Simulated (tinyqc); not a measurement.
Worked calculation: three-band tight binding of a dichalcogenide monolayer. Values are carried at full precision from step to step, so a last printed digit may differ when a step is redone from the rounded ones.

Basis dz2, dxy, dx2-y2 on a triangular lattice, nearest neighbours; alpha = kx a/2, beta = sqrt3 ky a/2. h0 = e1 + 2 t0 (cos 2alpha + 2 cos alpha cos beta); h1 = -2 sqrt3 t2 sin alpha sin beta + 2i t1 (sin 2alpha + sin alpha cos beta); h2 = 2 t2 (cos 2alpha - cos alpha cos beta) + 2i sqrt3 t1 cos alpha sin beta; h11 = e2 + 2 t11 cos 2alpha + (t11 + 3 t22) cos alpha cos beta; h22 = e2 + 2 t22 cos 2alpha + (3 t11 + t22) cos alpha cos beta; h12 = sqrt3 (t22 - t11) sin alpha sin beta + 4i t12 sin alpha (cos alpha - cos beta) + i lam sz. H = [[h0, h1, h2], [., h11, h12], [., ., h22]], Hermitian; the lowest band of each spin is filled. K = (4 pi/3a, 0), M = (pi/a, pi/(sqrt3 a)).

Values chosen for the exercise (near a published set for monolayer MoTe2; shifted at random, so the results belong to these values and not to a real crystal):

| symbol | value | unit | meaning |
|---|---|---|---|
| a | 3.566 | angstrom | lattice constant |
| e1 | 0.612 | eV | level of dz2 |
| e2 | 1.956 | eV | level of dxy and dx2-y2 |
| t0 | -0.171 | eV | hopping |
| t1 | 0.224 | eV | hopping |
| t2 | 0.395 | eV | hopping |
| t11 | 0.207 | eV | hopping |
| t12 | 0.238 | eV | hopping |
| t22 | 0.255 | eV | hopping |
| lam | 0.109 | eV | spin-orbit constant |
| sz | -1 |  | spin |
| k | (0.51, 0.1) | 1/angstrom | wave vector |

## H at one k

Form alpha, beta and the matrix.

alpha, beta (rad): 0.90933  0.30882

H (eV):
```
                    z2               xy            x2-y2
z2              0.2956  -0.3282+0.7711i  -0.6561+0.1449i
xy     -0.3282-0.7711i           2.4233   0.0199-0.3632i
x2-y2  -0.6561-0.1449i   0.0199+0.3632i           2.3435
```

## Levels and weights

Diagonalise H.

levels (eV): -0.2062  2.4080  2.8606

weights:
```
       band 1  band 2  band 3
z2      0.820   0.113   0.068
xy      0.103   0.267   0.630
x2-y2   0.077   0.621   0.302
```

## Closed forms at K and Gamma

Three-band model of dz2 (level e1) and dxy, dx2-y2 (level e2), spin sz = +/-1; t1 and t2 drop out at these points. At K: e2 - (3/2)(t11 + t22) - 3 sqrt3 t12 + lam sz (valence), e1 - 3 t0 (conduction), e2 - (3/2)(t11 + t22) + 3 sqrt3 t12 - lam sz. At Gamma: e1 + 6 t0 (valence) and e2 + 3 (t11 + t22) -/+ lam.

Levels (eV):

| point | band 1 | band 2 | band 3 |
|---|---|---|---|
| K, spin up | 0.1353 | 1.1250 | 2.3907 |
| K, spin down | -0.0827 | 1.1250 | 2.6087 |
| Gamma | -0.4140 | 3.2330 | 3.4510 |

smallest direct gap at K = 0.9897 eV
Ev(K) - Ev(Gamma) = 0.5493 eV

Of the two points, the valence band is higher at K, by 549 meV. The dz2 conduction state at K has no atomic orbital angular momentum (Lz = 0) and is not split at this order.

## Bands for both spins

The two lowest bands at the points named.

Levels (eV):

| k | v, up | c, up | v, down | c, down |
|---|---|---|---|---|
| G | -0.4140 | 3.2330 | -0.4140 | 3.2330 |
| G-K 0.25 | -0.2892 | 2.9402 | -0.2965 | 2.9293 |
| G-K 0.5 | -0.1595 | 2.4497 | -0.2123 | 2.3154 |
| G-K 0.6 | -0.1557 | 2.1695 | -0.2368 | 2.0368 |
| G-K 0.75 | -0.1012 | 1.6570 | -0.2319 | 1.5794 |
| G-K 0.9 | 0.0667 | 1.2327 | -0.1265 | 1.2110 |
| K | 0.1353 | 1.1250 | -0.0827 | 1.1250 |
| K-M 0.5 | -0.1406 | 1.3785 | -0.2651 | 1.3529 |
| M | -0.3424 | 1.3960 | -0.3424 | 1.3960 |
| M-G 0.5 | -0.1921 | 2.3531 | -0.1921 | 2.3531 |

The spins are degenerate from M to Gamma, since a vertical mirror plane holds this line and flips sz, and the valence splitting is largest at K (218 meV). The lowest conduction level listed is at K. With nearest neighbours alone the model is made for the neighbourhood of K.

## Checks

- Closed forms at K against the matrix: they agree to 1e-10 or better.

tinyqc: `OMP_NUM_THREADS=1 python tinyqc.py 1482409 1482410 out.jsonl`; about 0.01 s, one thread, shared Intel(R) Xeon(R) Processor @ 2.30GHz.
